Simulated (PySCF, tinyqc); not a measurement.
Worked calculation: FCI on RHF in the sto-6g basis, for H3+, spin multiplicity 1. The lowest restricted solution is unstable here: a spin-polarised one lies 0.0260 hartree lower (PySCF). One step of it, computed by the program tinyqc.

Task: FCI: roots. Diagonalise (each vector has its largest component positive (the first on a tie)); all determinants have Ms = 0, so triplets appear too. The lowest singlet root is the correlation energy.

Occupation strings over the orbitals (2 doubly, a alpha, b beta, 0 empty; spin orbitals ordered 1a 1b 2a 2b ...): 200 ab0 a0b ba0 b0a 020 0ab 0ba 002

H - E(HF) between determinants (hartree):
```
           200        ab0        a0b        ba0        b0a        020        0ab        0ba
200   0.000000   0.000000   0.000000   0.000000   0.000000   0.152275   0.000008  -0.000008
ab0   0.000000   0.169911  -0.000003  -0.152275  -0.000008   0.000148  -0.140961   0.146731
a0b   0.000000  -0.000003   0.330109  -0.000008  -0.160894  -0.140961  -0.000064   0.000076
ba0   0.000000  -0.152275  -0.000008   0.169911  -0.000003  -0.000148   0.146731  -0.140961
b0a   0.000000  -0.000008  -0.160894  -0.000003   0.330109   0.140961   0.000076  -0.000064
020   0.152275   0.000148  -0.140961  -0.000148   0.140961   0.478912  -0.000081   0.000081
0ab   0.000008  -0.140961  -0.000064   0.146731   0.000076  -0.000081   0.476387  -0.137197
0ba  -0.000008   0.146731   0.000076  -0.140961  -0.000064   0.000081  -0.137197   0.476387
002   0.160894  -0.000076   0.035548   0.000076  -0.035548   0.137197   0.000045  -0.000045

           002
200   0.160894
ab0  -0.000076
a0b   0.035548
ba0   0.000076
b0a  -0.035548
020   0.137197
0ab   0.000045
0ba  -0.000045
002   0.685132
```

Give: lowest roots of this matrix, relative to E(HF); lowest vectors; <S^2> of these roots; weight of the ground state by excitation level 0, 1, 2, ....

Result:

lowest roots of this matrix, relative to E(HF) (hartree): [-0.067, 0.018, 0.145, 0.169, 0.255, 0.339, 0.645, 0.790]

lowest vectors, order 200, ab0, a0b, ba0, b0a, 020, 0ab, 0ba, 002:
$$\begin{pmatrix}
0.952 & 0.000 & 0.000 & 0.000 \\
0.000 & 0.707 & 0.602 & 0.000 \\
-0.055 & 0.000 & 0.000 & 0.707 \\
0.000 & 0.707 & -0.602 & 0.000 \\
0.055 & 0.000 & 0.000 & 0.707 \\
-0.256 & 0.000 & 0.000 & 0.000 \\
0.000 & -0.013 & 0.370 & 0.000 \\
0.000 & -0.013 & -0.370 & 0.000 \\
-0.152 & 0.000 & 0.000 & 0.000
\end{pmatrix}$$

<S^2> of these roots: [0.000, 2.000, 0.000, 2.000, 0.000, 2.000, 0.000, 0.000]

weight of the ground state by excitation level 0, 1, 2, ...: [0.905, 0.006, 0.089]
